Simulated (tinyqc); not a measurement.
Inside a calculation: inversion layer as a triangular well, valleys of the Si type. Values are carried at full precision from step to step, so a last printed digit may differ when a step is redone from the rounded ones.

Six ellipsoidal valleys with their long axes along the cube axes, mass ml along the axis and mt across it. For a valley whose axis makes the angle theta with the surface normal, 1/m_z = cos^2(theta)/ml + sin^2(theta)/mt sets the confinement; in the plane the masses are m_1 = mt and m_2 = ml mt/m_z, and m_d = sqrt(m_1 m_2).

Constants: e^2/(4 pi eps0) = 14.39964547 eV angstrom; hbar^2/2m0 = 3.80998211 eV angstrom^2; kB = 8.617333262e-05 eV/K.

Values chosen for the exercise (near those of Si; the results hold for these values, not for the real material): ml = 0.9 m0 (longitudinal mass); mt = 0.187 m0 (transverse mass); face = 100 (surface); eps = 11.6 (dielectric constant); Ns = 1.7 x 1e12/cm^2 (electron sheet density); Nd = 0.95 x 1e12/cm^2 (depletion charge); eta = 0.5 (share of Ns in the effective field); T = 400 K (temperature); tox = 21 angstrom (SiO2-equivalent oxide thickness).

## Valley masses on the (100) face

Group the valleys by their angle to the normal, heaviest m_z first.

Valleys (masses in m0):
```
valleys g  cos^2(theta)     m_z     m_1     m_2     m_d
2                1.0000  0.9000  0.1870  0.1870  0.1870
4                0.0000  0.1870  0.1870  0.9000  0.4102
```

The 2 valleys with the heaviest m_z will give the lowest ladder of subbands.

## Effective field

The field is taken as constant, e F = 4 pi (e^2/4 pi eps0)(Nd + eta Ns)/eps, with 1e12/cm^2 = 1e-4/angstrom^2, and the oxide as a hard wall at z = 0; c = hbar^2/2m0.

Find e F, and F in MV/cm (1 MV/cm = 0.01 V/angstrom).

e F = 0.00280786 eV/angstrom
F = 0.2808 MV/cm

## Subband ladders

Level j of a valley lies at E_j = a_j (c (e F)^2/m_z)^(1/3) above the band edge at the surface, with the Airy zeros a_j = 2.338107, 4.087949, 5.520560, 6.786708, 7.944134, 9.022651, 10.040174, 11.008524, 11.936016, 12.828777, and has <z> = 2 E_j/(3 e F).

The ten lowest levels of all groups of valleys together, j = 0, 1, ..., c = hbar^2/2m0; primes mark the groups with lighter m_z.

Subbands:
```
label  valleys g  m_d (m0)  E (eV)  <z> (angstrom)
0              2    0.1870  0.0753           17.87
0'             4    0.4102  0.1271           30.18
1              2    0.1870  0.1316           31.25
2              2    0.1870  0.1777           42.20
3              2    0.1870  0.2185           51.88
1'             4    0.4102  0.2222           52.76
4              2    0.1870  0.2558           60.73
5              2    0.1870  0.2905           68.97
2'             4    0.4102  0.3001           71.25
6              2    0.1870  0.3233           76.75
```

The second subband is 0', 51.8 meV above the first.

## Fermi level and populations

Subband i holds n_i = g m_d/(2 pi c) kB T ln(1 + exp((EF - E_i)/kB T)) (spin included), and EF is fixed by sum n_i = Ns over the levels listed or, where none are listed, over j = 0 to 9 of each group; 1e12/cm^2 = 1e-4/angstrom^2.

Solve for EF; c = hbar^2/2m0. The mean distance is sum n_i <z>_i/Ns.

EF = 0.0079 eV

Populations:
```
label  (EF - E)/kB T  n (1e12/cm^2)  share (%)
0              -1.96          0.713       41.9
0'             -3.46          0.732       43.1
1              -3.59          0.147        8.6
2              -4.93          0.039        2.3
3              -6.11          0.012        0.7
1'             -6.22          0.047        2.8
4              -7.19          0.004        0.2
5              -8.20          0.001        0.1
2'             -8.48          0.005        0.3
6              -9.15          0.001        0.0
```

mean distance from the surface = 26.40 angstrom

The lowest subband holds 41.9 % of the electrons and is partly degenerate (EF within a few kB T of its edge). The fullest is 0', with 43 %, thanks to its larger g m_d.

## Effect on the gate capacitance

The charge sits at the mean distance <z> from the surface, which adds (3.9/eps) <z> to the oxide thickness; C/Cox = tox/(tox + 3.9 <z>/eps). The density-of-states term is left out.

added thickness = 8.88 angstrom
C/Cox = 0.703

## Checks

- Lowest level by finite differences against the Airy formula, eV: both 0.0753.

(tinyqc, `OMP_NUM_THREADS=1 python tinyqc.py 1282748 1282749 out.jsonl`, Intel(R) Xeon(R) Processor @ 2.30GHz, 1 thread, shared host, about 0.02 s.)
